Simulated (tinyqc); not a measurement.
Worked calculation: Hubbard chain of 2 sites. One step of it, computed by the program tinyqc.

Question. Mean-field iteration 2. H(up) = T + U n(down), H(down) = T + U n(up); fill the lowest levels; n(new) = n + mixing (n(out) - n); E = tr T (rho up + rho down) + U sum n_up n_down of the output.

one-body matrix (hopping and site energies) (eV):
```
           1          2
1   0.000000  -1.890000
2  -1.890000   0.000000
```

U = 10.000000 eV

electrons, up and down: 1  1

mixing = 1

n(up) after iteration 1: 1 0.960991, 2 0.039009

n(down) after iteration 1: 1 0.039009, 2 0.960991

Give: levels, up; levels, down; energy; n(up) after iteration 2; n(down) after iteration 2.

Answer.

levels, up (eV): 0.0177  9.9823

levels, down (eV): 0.0177  9.9823

energy = -0.7144 eV

n(up) after iteration 2: 1 0.9626, 2 0.0374

n(down) after iteration 2: 1 0.0374, 2 0.9626
